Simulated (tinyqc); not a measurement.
# Resistance of a tapered via with liner, size effect and interface: effects of single changes

A round via whose diameter grows from db at the bottom as D(z) = db + 2 z/tan(ang). The fill, of diameter D - 2 tl, starts above the bottom liner (thickness fb tl) and has rho = rho0 (1 + ks lam/(D - 2 tl)); the sidewall liner conducts in parallel with it. The bottom liner and the interface are crossed over the full area pi db^2/4. Spreading in the lines above and below is left out.

Values chosen for this exercise; fill metal close to molybdenum:
```
symbol   value      unit                                                  meaning
db          37        nm                                   diameter at the bottom
hv         120        nm                                                   height
ang         85   degrees                                           sidewall angle
rho0      5.29   uohm cm                             bulk resistivity of the fill
lam       11.2        nm                               mean free path of the fill
ks         1.1                                                 size-effect factor
tl         0.3        nm                                    liner on the sidewall
fb         0.5                      liner at the bottom over that on the sidewall
rl         170   uohm cm                                 resistivity of the liner
ri       1e-12  ohm cm^2                      interface resistivity at the bottom
Sb      1.3e15     S/m^2     ballistic conductance per area, about 3/(4 rho0 lam)
rho2      5.45   uohm cm  bulk resistivity of the second fill (close to tungsten)
lam2      15.6        nm                                       its mean free path
tl2        2.9        nm                                                its liner
```

Each table varies one quantity; the others keep the values above.

## Via resistance against the diameter at the bottom

Slices between z0 = fb tl and hv, evaluated at their midpoints: conductance per length pi/4 [(D - 2 tl)^2/rho + (D^2 - (D - 2 tl)^2)/rl], slice resistance = slice height over that. 2000 slices. R_fill = sum of the slices; R_bottom = rl fb tl/(pi db^2/4); R_interface = ri/(pi db^2/4); ballistic (Sharvin) limit 1/(Sb pi (db - 2 tl)^2/4); ideal cylinder rho0 hv/(pi db^2/4).

Via resistance against the diameter at the bottom:
```
db (nm)	R_fill (ohm)	R_bottom (ohm)	R_interface (ohm)	R (ohm)	ballistic limit (ohm)	R over ideal cylinder	largest part
6	131.85	9.0188	3.5368	144.40	33.588	0.64319	fill
8.3	72.725	4.7130	1.8482	79.286	16.519	0.67578	fill
11	43.859	2.6833	1.0523	47.594	9.0552	0.71251	fill
16	22.487	1.2683	0.49736	24.253	4.1298	0.76816	fill
22	12.707	0.67082	0.26307	13.641	2.1386	0.81687	fill
30	7.2382	0.36075	0.14147	7.7404	1.1331	0.86191	fill
42	3.8919	0.18406	0.072179	4.1482	0.57143	0.90533	fill
58	2.1248	0.096515	0.037849	2.2592	0.29726	0.94030	fill
80	1.1524	0.050731	0.019894	1.2230	0.15536	0.96842	fill
```

What does the comparison show?

R falls from 144 to 1.22 ohm. The fill is the largest part at db = 6 and in all other rows. R goes as db^(-1.85) between the first two rows and db^(-1.91) between the last two; area alone gives -2.

## Via resistance against the height

Same model as above.

2000 slices.

The same in every row: R_bottom (ohm) = 0.2372; R_interface (ohm) = 0.09301; ballistic limit (ohm) = 0.7392.

Via resistance against the height:
```
hv (nm)	R_fill (ohm)	R (ohm)	R over ideal cylinder	largest part
22	1.325	1.656	1.530	fill
32	1.843	2.173	1.380	fill
47	2.534	2.865	1.239	fill
67	3.328	3.658	1.110	fill
98	4.334	4.664	0.9674	fill
140	5.388	5.718	0.8302	fill
200	6.491	6.821	0.6932	fill
300	7.717	8.047	0.5452	fill
```

R rises from 1.66 to 8.05 ohm. The fill is the largest part at hv = 22 and in all other rows. The share of the two bottom terms goes from 19.9 to 4.10 %. For hv = 22 the ballistic limit exceeds half of R_fill, so the diffusive model understates R.

## Two fill metals against the diameter

2000 slices. R_fill = sum of the slices; R_bottom = rl fb tl/(pi db^2/4); R_interface = ri/(pi db^2/4). The second fill has rho2, lam2 and tl2 in place of rho0, lam and tl.

Two fill metals against the diameter:
```
db (nm)	R, first fill (ohm)	R, second fill (ohm)	ratio second/first
8.5	75.92	353.7	4.659
12	40.69	130.7	3.213
17	21.74	53.82	2.475
24	11.64	24.28	2.085
35	5.824	10.67	1.833
49	3.107	5.246	1.689
70	1.579	2.503	1.585
100	0.7955	1.204	1.513
```

The ratio goes from 4.66 to 1.51. The first fill gives the lower R in every row.

Program tinyqc, `OMP_NUM_THREADS=1 python tinyqc.py 2750010 2750011 out.jsonl`; Intel Xeon 2.30GHz, shared host, one thread, about 0.01 s.
